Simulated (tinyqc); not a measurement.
Inside a calculation: tight-binding t2g bands of a cubic perovskite. Values are carried at full precision from step to step, so a last printed digit may differ when a step is redone from the rounded ones.

Orbitals yz, zx, xy (X, Y, Z below) times spin. E_xy = Dt + 2t (2 - cos x - cos y) + 2 td (1 - cos z) + 4 t2 (1 - cos x cos y) with x = kx a and so on; yz and zx follow by cyclic change, without Dt. Spin-orbit term -(Dso/3) L.sigma + Dso/3 with (L_k)_ij = -i epsilon_kij in X, Y, Z: for Dt = 0 the quartet lies at 0 and the doublet at Dso.

Constants: hbar^2/2m0 = 3.80998211 eV angstrom^2.

Values chosen for the exercise (of the size met in SrTiO3 and KTaO3; shifted at random, so the results belong to these values and not to a real crystal): t = 0.508 eV (strong hopping); td = 0.049 eV (weak hopping); t2 = 0 eV (diagonal hopping in the plane of the orbital); Dt = -0.256 eV (shift of xy (tetragonal field or confinement)); k = (0.06, 0.16, 0.15) 2 pi/a (wave vector); Dso = 0.382 eV (spin-orbit splitting at Gamma); a = 3.991 angstrom (lattice constant).

## Orbital energies

Evaluate the three bands without spin-orbit coupling.

energies (eV): yz 0.8973, zx 0.5356, xy 0.3273

## The Hamiltonian

Add the spin-orbit term; + and - are the spin along z.

H(k) (eV), lower triangle (Hermitian):
```
          yz+       zx+      xy+      yz-     zx-     xy-
yz+    1.0246
zx+  -0.1273i    0.6630
xy+         0         0   0.4547
yz-         0         0   0.1273   1.0246
zx-         0         0  0.1273i  0.1273i  0.6630
xy-   -0.1273  -0.1273i        0        0       0  0.4547
```

## Levels and orbital weights

Diagonalise; the levels are twofold; weights summed over spin and averaged over the pair.

levels (eV): 0.3877  0.6495  1.1051

weights:
```
    pair 1  pair 2  pair 3
yz   0.012   0.158   0.830
zx   0.141   0.749   0.111
xy   0.847   0.093   0.059
```

The lowest pair is 85 % xy.

## Light and heavy masses without spin-orbit coupling

Along an axis in the plane of the orbital m/m0 = c/((t + 2 t2) a^2), and normal to it c/(td a^2); c = hbar^2/2m0.

masses (m0): light 0.471, heavy 4.882

ratio heavy/light = 10.37

## Levels at Gamma

At k = 0 the j_z = 3/2 pair stays at 0, and the other two pairs are E = (Dso + Dt)/2 -/+ sqrt((Dso + Dt)^2/4 - 2 Dso Dt/3).

levels at Gamma (eV): -0.2000  0.0000  0.3260

## Checks

- Levels at Gamma from the formula against the matrix: they agree to 1e-10 or better.

Program tinyqc; command `OMP_NUM_THREADS=1 python tinyqc.py 1481614 1481615 out.jsonl`; about 0.01 s on one thread of a shared Intel(R) Xeon(R) Processor @ 2.30GHz.
